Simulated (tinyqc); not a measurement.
# Diffusion length from constant photovoltage

Question. In a thick sample with a thin depletion layer the excess density at its edge goes as flux/(1/alpha + L), so the flux needed for a fixed surface photovoltage is proportional to 1/alpha + L. Find L.

photon flux for the same photovoltage at absorption coefficients 110 and 540 1/cm (relative units): [125.90909, 53.518519]

Solution. The line of flux against 1/alpha meets zero at -L.

slope against 1/alpha = 1.000 1/um
L = 35.00 um

Program tinyqc, `OMP_NUM_THREADS=1 python tinyqc.py 2430133 2430134 out.jsonl`; Intel Xeon 2.30GHz, shared host, one thread, about 0.01 s.
